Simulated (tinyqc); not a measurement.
Band-to-band tunnelling and avalanche in a reverse-biased abrupt junction: one step, computed by the program tinyqc. Command: `OMP_NUM_THREADS=1 python tinyqc.py 3017034 3017035 out.jsonl zener walk`. One thread of a shared host (Intel(R) Xeon(R) Processor @ 2.30GHz), about 0.01 s of CPU time with the checks.

Direct Kane tunnelling in the local field (for indirect gaps the mass is an effective fit) and one ionisation coefficient for both carriers. N is the doping of the light side, or N_A N_D/(N_A + N_D) for the symmetric junction; the built-in voltage is taken as E_g/e.

Problem. Junction at the given bias. E_g(T) = E_g - (T - 300 K)(-dE_g/dT); b(T) = b [1 + (rise)(T - 300 K)]; w = sqrt(2 eps eps_0 (V_R + E_g/e)/(e N)); F_m = 2 (V_R + E_g/e)/w; the field falls linearly from F_m to 0 across w.

Inputs (values chosen for the exercise, modelled on SiGe):
```
quantity                                    value    unit
band gap at 300 K, E_g                      0.916      eV
gap narrowing with temperature, -dE_g/dT     0.32   meV/K
permittivity eps                             13.5       -
effective doping N                        1.7e+18  1/cm^3
reverse bias V_R                              2.5       V
temperature T                                 300       K
```

Junction: one-sided.

Constants: eps_0 = 8.8541878128e-12 F/m; e = 1.602176634e-19 C.

Give: E_g(T); depletion width w; peak field F_m; shortest tunnelling distance E_g/(e F_m).

Solution.

E_g(T) = 0.916 eV

depletion width w = 54.76 nm

peak field F_m = 1.248 MV/cm

shortest tunnelling distance E_g/(e F_m) = 7.341 nm
